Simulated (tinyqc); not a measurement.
# Cell-based percolation model of oxide breakdown: what changes with what

The oxide, of thickness n a, is cut into cubic cells. A cell is defective with the chance l = 1 - exp(-a^3 N), N = N1 (t/1 s)^al. A column of n defective cells breaks the oxide down, and the area holds M = A/a^2 independent columns: 1 - F = (1 - l^n)^M.

Values chosen for this exercise:
```
symbol   value   unit                    meaning
a          1.2     nm             edge of a cell
n            7            cells across the oxide
A         0.16   um^2                       area
al        0.99         exponent of defect growth
N1      2.6e17  cm^-3   defect density after 1 s
```

Each table varies one quantity; the others keep the values above.

## Effect of the thickness

At F = 1 - 1/e: l_c = (1 - exp(-1/M))^(1/n), N_bd = -ln(1 - l_c)/a^3, t63 = (N_bd/N1)^(1/al). W = ln(-ln(1 - F)); for small l, W = ln M + n ln(a^3 N), so the Weibull slope is n al.

Effect of the thickness:
```
n	l_c	N_bd (cm^-3)	t63 (s)	slope at t63
1	9.000e-6	5.208e15	0.01926	0.9900
2	0.003000	1.739e18	6.817	1.977
3	0.02080	1.216e19	48.64	2.939
4	0.05477	3.260e19	131.6	3.850
5	0.09791	5.963e19	242.3	4.699
6	0.1442	9.013e19	367.8	5.489
7	0.1902	1.221e20	499.6	6.225
8	0.2340	1.543e20	633.0	6.911
9	0.2750	1.861e20	765.0	7.554
```

What does the comparison show?

N_bd rises from 5.21e15 to 1.86e20 cm^-3 and the slope rises from 0.990 to 7.55, against n al = 0.990 to 8.91. A thin oxide needs few defects in a row, so it breaks at a lower density and with a wider spread; at n = 1 one defect suffices.

## Effect of the area

Same model as above.

Effect of the area:
```
A (um^2)	l_c	N_bd (cm^-3)	t63 (s)	slope at t63
0.0014	0.3742	2.713e20	1119	5.435
0.023	0.2509	1.672e20	686.4	5.977
0.38	0.1681	1.065e20	435.2	6.312
6.4	0.1123	6.892e19	280.5	6.526
110	0.07479	4.499e19	182.3	6.664
1800	0.05017	2.979e19	120.2	6.753
31000	0.03341	1.966e19	79.01	6.813
5.1e5	0.02239	1.311e19	52.44	6.852
8.6e6	0.01496	8.721e18	34.75	6.878
```

t63 falls from 1120 to 34.8 s, as A^(-0.17) between the first two rows and A^(-0.15) between the last two, against -1/(n al) = -0.14; the slope at t63 rises from 5.43 to 6.88, nearer to n al where l_c is small.

Computed by the program tinyqc: `OMP_NUM_THREADS=1 python tinyqc.py 2070077 2070078 out.jsonl`, one thread of a shared Intel Xeon 2.30GHz, about 0.01 s for the whole run.
